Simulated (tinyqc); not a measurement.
From results to parameters: diatomic chain. Computed by the program tinyqc.

Problem. A chain of two alternating masses has one spring constant k; at the zone edge omega^2 = 2k/M and 2k/m, and wavenumber = 521.4708 sqrt(omega^2) with omega^2 in eV/(angstrom^2 u). Find k, the heavier mass and the optical wavenumber at q = 0.

wavenumbers at the zone edge (cm^-1): 147.691269  428.968527
lighter mass = 13.300000 u

Solution. The upper value gives k = m omega^2/2, the ratio of the squares gives M/m, and at q = 0 omega^2 = 2k (1/m + 1/M), the sum of the two.

k = 4.500 eV/angstrom^2
heavier mass = 112.200 u
optical wavenumber at q = 0 = 453.6813 cm^-1
